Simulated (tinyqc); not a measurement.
## Density of surface states from the Kelvin-probe reading

Inverse problem. n-type bulk, xi = Ec - EF = Vt ln(Nc/Nd), p0 = ni^2/Nd, ni = sqrt(Nc Nv) exp(-Eg/(2 Vt)), Eg in volts. b is the upward band bending, u = b/Vt. Space charge per area, in units of q: Qc = sign(b) sqrt((2 eps0 eps_r Vt/q) [(Nd + dn)(exp(-u) - 1) + Nd u + (p0 + dn)(exp(u) - 1)]), with dn the excess density under light (flat quasi-Fermi levels; 0 in the dark). The states hold -Ds (E0 - xi - b): negative while the Fermi level lies above the neutrality level. Neutrality: Qc + Qf + (charge of the states) = 0. Work function chi + xi + b; contact potential difference CPD = (work function of the sample) - pt. Find b, Qc and Ds.

Values chosen for this exercise; band and dielectric values close to those of indium phosphide: temperature T = 300 K; band gap Eg = 1.34 eV; relative permittivity eps_r = 12.3; conduction-band density of states at T Nc = 5.7e17 cm^-3; valence-band density of states at T Nv = 1.1e19 cm^-3; electron affinity chi = 4.44 eV; donor density Nd = 9.3e15 cm^-3; fixed positive charge at the surface Qf = 0 cm^-2; work function of the probe tip pt = 5.13 eV; depth of their neutrality level below the conduction edge E0 = 0.7 eV.

Constants: q = 1.602176634e-19 C, kB = 1.380649e-23 J/K, Vt = kB T/q, eps0 = 8.8541878128e-14 F/cm where lengths are in cm. Results are converted to the units shown.

CPD = -46.498064 mV

Answer. The CPD gives b, b gives Qc, and neutrality gives Ds.

b = 0.537 V
Qc = 2.54e11 cm^-2
Ds = 4.50e12 cm^-2 eV^-1

tinyqc, about 0.01 s, one thread, Intel Xeon 2.30GHz (shared host): `OMP_NUM_THREADS=1 python tinyqc.py 2430144 2430145 out.jsonl`
